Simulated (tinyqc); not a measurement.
Which coupling does what: hole subbands of a hard-walled well, four-band Luttinger model.

Hole energies are counted downwards from the unstrained band edge, c = hbar^2/2m0. After the usual block transformation one block is H = [[P + Q - Zs, R - i S], [R + i S, P - Q + Zs]] in (heavy, light), with P +/- Q = c [(g1 +/- g2) k^2 + (g1 -/+ 2 g2) kz^2], R = sqrt(3) c gR k^2, S = 2 sqrt(3) c g3 k kz, kz = -i d/dz; axial approximation gR = (g2 + g3)/2. Zs = b (e_par - e_perp) is the shear part of the strain (the hydrostatic part shifts all levels alike and is left out). Basis sqrt(2/L) sin(n pi z/L), n = 1 to N, for each component: kz^2 gives (n pi/L)^2 and the heavy-light block is R delta_nm - 2 sqrt(3) c g3 k D_nm with D_nm = 4 n m/(L (n^2 - m^2)) for n + m odd, 0 otherwise. The other block has the same levels. The split-off band is left out.

Constants: hbar^2/2m0 = 3.80998211 eV angstrom^2.

Inputs chosen for the exercise (near those of Ge; shifted at random, so the results belong to these values and not to a real crystal):
- g1 = 13.28 (Luttinger gamma1)
- g2 = 4.28 (gamma2)
- g3 = 5.63 (gamma3)
- L = 140 angstrom (well width along [001])
- Zs = 0 eV (shear strain energy)
- k = 0.0248 1/angstrom (wave vector in the plane)

N = 20, at the given k. Diagonal: R = S = 0. Along [100] and [110] gR is g2 and g3 instead of their mean.

Hole energies (meV):
```
model        E1     E2     E3      E4
diagonal  50.20  62.99  77.37  122.65
R alone   35.49  73.85  77.70  121.19
S alone   29.20  37.84  79.39   89.78
axial     20.57  39.15  78.86   93.86
[100]     22.36  39.18  79.01   92.86
[110]     18.68  39.00  78.69   94.99
```

The couplings move E1 by -29.63 meV: R alone by -14.71, S alone by -21.00, so S matters more at k L/pi = 1.11 (R grows as k^2 and joins equal n, S as k and joins n of opposite parity). Warping spreads E1 by 3.68 meV between [100] and [110], the hole being heavier along [110]; the axial value lies between them.

tinyqc: `OMP_NUM_THREADS=1 python tinyqc.py 1280646 1280647 out.jsonl`; about 0.1 s, one thread, shared Intel(R) Xeon(R) Processor @ 2.30GHz.
